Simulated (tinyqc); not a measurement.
X-ray photoelectron analysis of a thin oxide on a semiconductor: attenuation lengths, thickness, angle series and band offsets. From ratio R back to oxide thickness d. Computed by tinyqc, a small Python program. Command: `OMP_NUM_THREADS=1 python tinyqc.py 3113376 3113377 out.jsonl xps inv`. One thread of a shared host (Intel(R) Xeon(R) Processor @ 2.30GHz), about 0.01 s of CPU time with the checks.

The same element is seen in the oxide and in the substrate, at nearly the same kinetic energy; films are flat and uniform, and the work function is ignored.

Inputs (values chosen for the exercise, modelled on SiO2 on 4H-SiC):
```
quantity                                          value     unit
photon energy                                       650       eV
binding energy of the core level                  100.5       eV
oxide density                                      2.22   g/cm^3
oxide formula mass                                60.08    g/mol
valence electrons per oxide formula                  16        -
oxide gap                                          8.91       eV
substrate density                                  3.21   g/cm^3
substrate formula mass                             40.1    g/mol
valence electrons per substrate formula               8        -
substrate gap                                      3.26       eV
emission angle from the normal                       55  degrees
attenuation length over inelastic mean free path   0.87        -
carbon overlayer                                  0.077       nm
```

Method:
- TPP-2M: lambda = E/(E_p^2 [b ln(c E) - C/E + D/E^2]) in angstrom, E_p = 28.8 sqrt(N_v rho/M), b = -0.10 + 0.944/sqrt(E_p^2 + E_g^2) + 0.069 rho^0.1, c = 0.191/sqrt(rho), U = N_v rho/M, C = 1.97 - 0.91 U, D = 53.4 - 20.8 U, with E = photon energy less binding energy in eV.
- Attenuation length L = factor x lambda.
- R_0 = (rho_o/M_o) L_o/((rho_s/M_s) L_s); peak ratio R = I_ox/I_sub = R_0 [exp(d/(L_o cos theta)) - 1]; hence d = L_o cos theta ln(1 + R/R_0). A carbon layer weakens both peaks alike, by exp(-d_C/(L_o cos theta)) if its L is taken equal to L_o. This R_0 leaves out intrinsic losses from the substrate peak, so calibrated values can be larger.

Problem. A run gave the result below. Find the oxide thickness d, known to lie between 5.4 and 11 nm.

ratio R = 4053.12

Solution.

Each step takes the trial c = (a f_b - b f_a)/(f_b - f_a), f being the result less the target and a, b, c the logarithms of the listed values; c replaces end b, the old b replaces a if the sign of f changed, and otherwise f_a is halved.

Scan of the range:
```
oxide thickness d (nm)      ratio R
5.40                    1.69292e+02
6.08                    3.44497e+02
6.85                    7.69303e+02
7.71                    1.88591e+03
8.68                    5.18337e+03
9.77                    1.61421e+04
11.00                   5.81628e+04
```

False position (Illinois rule, in the logarithm of the input) inside the bracket:
```
step    end a    end b    trial  ratio R
1     7.71000  8.68000  8.33449  3615.94
2     8.68000  8.33449  8.42945  3992.13
3     8.68000  8.42945  8.45354  4093.61
4     8.42945  8.45354  8.44392  4052.78
5     8.45354  8.44392  8.44400  4053.12
6     8.45354  8.44400  8.44400  4053.12
7     8.44400  8.44400  8.44400  4053.12
```

Ratio R rises at every point of a 13-point scan of the range (every second point is shown), so one value fits; it is bracketed by 7.71 and 8.68. Answer: oxide thickness d = 8.444 nm.
